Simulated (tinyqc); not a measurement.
## Electron mobility in a silicon inversion layer, empirical terms and Matthiessen rule: effect of the temperature

Inversion layer of sheet density Ns on a uniformly doped body. The mobility terms are empirical power laws with prefactors chosen for the exercise; adding their inverses (Matthiessen) is itself an approximation.

Nc and Nv are given at 300 K and scale as (T/300 K)^1.5; Eg is fixed. ni = sqrt(Nc Nv) exp(-Eg/(2 Vt)), Eg in volts; Ndep = sqrt(2 eps0 eps_r Nb (2 Vt ln(Nb/ni) + Vsb)/q); E = q (Ndep + eta Ns)/(eps0 eps_r), in MV/cm. With t = T/(300 K): muC = Ac (Ns/1e12 cm^-2) t/(Nb/1e17 cm^-3 + Nit/1e11 cm^-2), muP = Ap E^(-1/3) t^(-1.75), muS = As E^(-gs); 1/mu is the sum of the inverses.

Values chosen for this exercise; material values close to those of silicon:
- Eg = 1.13 eV (band gap)
- eps_r = 11.9 (relative permittivity of the semiconductor)
- Nc = 2.82e19 cm^-3 (conduction-band density of states at the reference temperature)
- Nv = 2.7e19 cm^-3 (valence-band density of states at the reference temperature)
- Nb = 1.6e18 cm^-3 (body doping)
- Vsb = 1 V (reverse body bias)
- eta = 0.5 (weight of the inversion charge in the effective field)
- Ap = 417 cm^2/(V s) (phonon-limited mobility at 1 MV/cm and 300 K)
- As = 1210 cm^2/(V s) (roughness-limited mobility at 1 MV/cm)
- gs = 2 (exponent of the roughness term)
- Ac = 3100 cm^2/(V s) (Coulomb prefactor)
- Nit = 8.6e10 cm^-2 (charge at the interface)
- Ns = 2.3e12 cm^-2 (inversion density)

Constants: q = 1.602176634e-19 C, kB = 1.380649e-23 J/K, Vt = kB T/q, eps0 = 8.8541878128e-14 F/cm where lengths are in cm. Results are converted to the units shown.

Effect of the temperature:

| T (K) | E (MV/cm) | muC (cm^2/(V s)) | muP (cm^2/(V s)) | muS (cm^2/(V s)) | mu (cm^2/(V s)) |
|---|---|---|---|---|---|
| 120 | 1.186 | 169.2 | 1958 | 860.8 | 131.9 |
| 160 | 1.180 | 225.5 | 1185 | 868.6 | 155.6 |
| 200 | 1.174 | 281.9 | 803.6 | 877.4 | 168.6 |
| 250 | 1.166 | 352.4 | 545.1 | 889.9 | 172.5 |
| 300 | 1.157 | 422.9 | 397.2 | 903.7 | 167.0 |
| 350 | 1.148 | 493.4 | 304.1 | 918.9 | 156.2 |
| 400 | 1.137 | 563.9 | 241.5 | 935.3 | 143.2 |
| 450 | 1.127 | 634.3 | 197.1 | 953.1 | 129.9 |

As T goes from 120 to 450 K, E falls from 1.19 to 1.13 MV/cm and mu goes from 132 through a maximum of 173 (at T = 250 K among the rows listed) to 130 cm^2/(V s). The smallest term is the Coulomb one in the first row and the phonon one in the last. Coulomb scattering weakens and phonon scattering grows with T, hence the maximum. For T = 120 to 160 K dopant freeze-out and degenerate screening, left out here, matter.

Program tinyqc, `OMP_NUM_THREADS=1 python tinyqc.py 2510009 2510010 out.jsonl`; Intel Xeon 2.30GHz, shared host, one thread, about 0.01 s.
